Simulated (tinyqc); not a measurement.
AlGaN/GaN HEMT with access regions, lumped model: two steps of the calculation.

A polarisation-induced electron sheet under a Schottky gate, in series with two ungated access regions and contacts. Drift law v = mu E/(1 + mu E/vs) under the gate. Currents in mA/mm, resistances in ohm mm. No self-heating, no channel-length modulation; fits for polarisation, barrier and offset are chosen for the exercise.

Values chosen for this exercise; values close to those of AlGaN/GaN structures: aluminium share of the barrier x = 0.21; barrier thickness d = 25 nm; relative permittivity of barrier and channel eps_r = 9.5; channel mobility mu = 1200 cm^2/(V s); saturation velocity vs = 1.5e7 cm/s; gate length Lg = 1.5 um; source access length Ls = 1.5 um; drain access length Ld = 8 um; resistance of each contact Rc = 0.16 ohm mm; share of the drain-access electrons removed by traps ft = 0; gate voltage Vg = -0.5 V; critical field Ec = 2.9 MV/cm; depth over which the depleted charge spreads te = 0.22 um; insulator under the field plate tf = 500 nm; relative permittivity of that insulator ei = 3.9.

Constants: q = 1.602176634e-19 C, eps0 = 8.8541878128e-14 F/cm where lengths are in cm. Results are converted to the units shown.

Problem 1. Polarisation charge, threshold and sheet resistance. sigma = (5e13 x + 1.6e13 x^2) cm^-2, phiB = 0.84 + 1.3 x, dEc = 0.7 (1.71 x + x^2) in volts, Cb = eps0 eps_r/d, VT = phiB - dEc - q sigma/Cb, access density n0 = -Cb VT/q. Rsh = 1/(q mu n0); largest access current q n0 vs.

Find: sigma; Cb; VT; n0; Rsh; q n0 vs.

Solution 1.

sigma = 1.1206e13 cm^-2
Cb = 0.33646 uF/cm^2
VT = -4.5052 V
n0 = 9.4610e12 cm^-2
Rsh = 549.76 ohm
q n0 vs = 2273.7 mA/mm

Problem 2. On-resistance and breakdown. Ron = 2 Rc + Ls/(q mu n0) + Ld/(q mu (1 - ft) n0) + Lg/(mu Cb (Vg - VT)). Off state: a depleted stretch that holds the voltage V has the peak field sqrt(k V), k = 2 q n0/(eps0 eps_r te), so one edge holds V1 = Ec^2/k. The sheet under the plate pinches off at Vf = q n0 (1/Cb + tf/(eps0 ei)); beyond it the gate edge is screened. BV = V1 if Vf >= V1, else Vf + V1, and at most Ec Ld. Specific resistance Ron (Ls + Lg + Ld); figure of merit BV^2 over it.

Wanted: Ron; Vf; V1; BV; specific resistance; figure of merit.

Solution 2.

Ron = 6.470 ohm mm
Vf = 224.0 V
V1 = 51.34 V
BV = 51.34 V
specific resistance = 0.7117 mohm cm^2
figure of merit = 3.703 MW/cm^2

The plate pinches off too late to screen the gate edge, so it adds nothing.

Program tinyqc, `OMP_NUM_THREADS=1 python tinyqc.py 2570096 2570097 out.jsonl`; Intel Xeon 2.30GHz, shared host, one thread, about 0.01 s.
